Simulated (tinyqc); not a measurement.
Film and buried-oxide thickness from two coupling ratios.

Problem. In a depleted film -dVT/dVb is k1 = Cs Cbox/(Cox (Cs + Cbox)) for a front channel and k2 = Cbox (Cox + Cs)/(Cox Cs) for a back channel, with Cox = eps0 eox/tox, Cs = eps0 eps_r/ts, Cbox = 3.9 eps0/tb. Find ts and tb.

Inputs (values chosen for the exercise); band and dielectric values close to those of In0.53Ga0.47As:
- eps_r = 13.9 (relative permittivity)
- eox = 3.9 (relative permittivity of the gate insulator (close to silicon dioxide))
- tox = 1.1 nm (insulator thickness)

coupling ratios for a front and a back channel: 0.0077377368  0.023288798

Solution. With y = Cox/Cs and z = Cox/Cbox, 1/k1 = y + z and k2 = (1 + y)/z, so y = (k2/k1 - 1)/(1 + k2); the thicknesses follow from y and z.

ts = 7.70 nm
tb = 140 nm

Computed by the program tinyqc: `OMP_NUM_THREADS=1 python tinyqc.py 2190102 2190103 out.jsonl`, one thread of a shared Intel Xeon 2.30GHz, about 0.5 s for the whole run.
